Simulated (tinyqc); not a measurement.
Worked calculation: polar nitride quantum well with polarisation fields. Values are carried at full precision from step to step, so a last printed digit may differ when a step is redone from the rounded ones.

Growth along [0001]. e_par = (a_sub - a)/a, Ppz = 2 e_par (e31 - e33 C13/C33), P = Psp + Ppz in each layer; strain relaxation and the strain shift of the gaps are left out, although thick layers with more than about 1 % mismatch would relax.

Constants: hbar^2/2m0 = 3.80998211 eV angstrom^2; hc = 1239.841984 eV nm.

Parameters, chosen for this exercise (near those of a GaN well in AlN; the results hold for these values, not for the real material):
```
symbol  value    unit      meaning
a_w     3.189    angstrom  lattice constant a, well
a_b     3.112    angstrom  lattice constant a, barrier
a_sub   3.189    angstrom  in-plane lattice constant of the stack
Psp_w   -0.0339  C/m^2     spontaneous polarisation
Psp_b   -0.0901  C/m^2     spontaneous polarisation
e31_w   -0.346   C/m^2
e31_b   -0.54    C/m^2
e33_w   0.652    C/m^2
e33_b   1.491    C/m^2
C_w     0.264              C13/C33
C_b     0.283              C13/C33
Lw      44       angstrom  well width
Lb      100      angstrom  barrier width
eps_w   10.3               dielectric constant
eps_b   10.2               dielectric constant
Eg      3.44     eV        gap of the well
Vc      1.85     eV        conduction offset
Vv      0.87     eV        valence offset
me      0.2      m0        electron, well
meb     0.32     m0        electron, barrier
mh      1.73     m0        hole, everywhere
```

## Strain and polarisation

Give strain and polarisation of well and barrier; the bound sheet charge is |P_w - P_b|/e with e = 1.602176634e-19 C.

Layers:
```
layer      e_par  Ppz (C/m^2)  P (C/m^2)
well     0.00000      0.00000   -0.03390
barrier  0.02474     -0.04760   -0.13770
```

sheet charge = 6.479 x 1e13/cm^2

Of P_w - P_b = +0.1038 C/m^2 the piezoelectric part gives +0.0476 and the spontaneous part +0.0562.

## Built-in fields

In a periodic stack without free charge the potential drop over a period vanishes: F_w = (P_b - P_w) Lb/(eps0 (eps_w Lb + eps_b Lw)), F_b = -F_w Lw/Lb, eps0 = 8.8541878e-12 F/m; 1 MV/cm = 1e8 V/m = 0.01 V/angstrom.

Give both fields and the drop |F_w| Lw across the well.

F_w = -7.928 MV/cm
F_b = 3.488 MV/cm
drop = 3.488 eV

## Levels with and without the field

Envelope functions on cells of 0.25 angstrom over barrier, well, barrier (widths Lb, Lw, Lb), psi = 0 beyond, psi'/m continuous (mean mass between points), c = hbar^2/2m0. With u(z) the integral of e F (F_w in the well, F_b = -F_w Lw/Lb in the barriers, 1 MV/cm = 0.01 V/angstrom), zero at the centre of the well, the electron sees u plus Vc in the barriers and the hole -u plus Vv. The transition is Eg + E_e + E_h; excitons are left out.

Ground states of electron and hole, their centres, the squared overlap, the transition and its wavelength hc/E.

Results:
```
case            E_e (eV)  E_h (eV)  <z>_e  <z>_h  overlap^2  E (eV)      nm
no field          0.0692    0.0098    0.0    0.0      0.992  3.5190   352.3
built-in field   -0.9040   -1.3174   16.3  -19.1   3.90e-07  1.2186  1017.4
```

The field shifts the line by -2300 meV, below the gap of the well material, pulls the carriers 35.5 angstrom apart and, with the rate proportional to overlap^2, lengthens the radiative lifetime by a factor 2.54e+06.

## Estimate from two triangular wells

For a strong field: E = Eg - |e F_w| Lw + a0 (c (e F_w)^2)^(1/3) (me^(-1/3) + mh^(-1/3)), a0 = 2.338107, hard walls, c = hbar^2/2m0, 1 MV/cm = 0.01 V/angstrom.

electron term = 1.1524 eV
hole term = 0.5614 eV
E = 1.6655 eV

Both terms lie below the drop across the well, but the estimate also takes the near wall as infinitely high. Against the grid result 1.2186 eV the estimate errs by +447 meV: +312 from the electron and +135 from the hole, since hard walls stand in for offsets of 1.85 and 0.87 eV into which the carriers leak.

## Checks

- Electron level without field against the matching condition of the square well, eV: both 0.069.

tinyqc: `OMP_NUM_THREADS=1 python tinyqc.py 1281411 1281412 out.jsonl`; about 0.09 s, one thread, shared Intel(R) Xeon(R) Processor @ 2.30GHz.
